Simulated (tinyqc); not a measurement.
Screening of the starting offset: band offset of a heterojunction with an interface dipole (two-band chains, self-consistent charge).

Sites alternate A, C. Left: A at -G1/2, C at +G1/2, hopping -t1; right: A at D - G2/2, C at D + G2/2, hopping -t2; the bonds across the two interfaces of a ring (C left to A right, C right to A left) have -sqrt(t1 t2). D is the offset of the mid-gaps, so Ev(right) - Ev(left) = D - (G2 - G1)/2 and Ec(right) - Ec(left) = D + (G2 - G1)/2. The closing bond has its sign reversed (antiperiodic ring). Half the levels are filled with two electrons each. The charge moved is q = (electrons on the left) less one a site; the mean over the two interfaces, q/2, is taken as the charge that crosses each, and its dipole opposes the offset: D = D0 - u q/2.

From here on the ring has 24 cells a side.

Values chosen for the exercise (gaps near those of Si and GaP; the chains and D0 are free models, so the offsets are not those of the real pair; shifted at random, so the results belong to these values and not to a real crystal): G1 = 1.07 eV (gap on the left); G2 = 2.35 eV (gap on the right); t1 = 1.73 eV (hopping on the left); t2 = 2.73 eV (hopping on the right); u = 5 eV (potential step per electron moved across).

chi = 0.312903 1/eV

D0 is varied; the self-consistent D is found by bisection. chi = dq/dD at D = 0; the linear rule is D = S D0 with S = 1/(1 + u chi/2). The gap of the junction closes (type III) at |D| = (G1 + G2)/2.

Against D0:
```
2 D0/(G1 + G2)  D0 (eV)  q at D0   D (eV)    D/D0  linear (eV)
-0.85            -1.454  -0.5427  -0.7980  0.5490      -0.8155
-0.55            -0.941  -0.3151  -0.5229  0.5560      -0.5277
-0.30            -0.513  -0.1638  -0.2870  0.5596      -0.2878
-0.15            -0.257  -0.0807  -0.1438  0.5607      -0.1439
0.10              0.171   0.0536   0.0959  0.5609       0.0959
0.25              0.427   0.1356   0.2394  0.5600       0.2399
0.50              0.855   0.2830   0.4761  0.5568       0.4797
0.80              1.368   0.4988   0.7529  0.5504       0.7676
0.95              1.625   0.6466   0.8871  0.5461       0.9115
```

What can be read from this table?

D/D0 lies between 0.546 and 0.561, against S = 0.561 from chi at D = 0; the linear rule misses by at most 24 meV. q is odd in D. Less than half of the starting offset is screened, so the natural line-up still counts most.

(tinyqc, `OMP_NUM_THREADS=1 python tinyqc.py 1450692 1450693 out.jsonl`, Intel(R) Xeon(R) Processor @ 2.30GHz, 1 thread, shared host, about 0.3 s.)
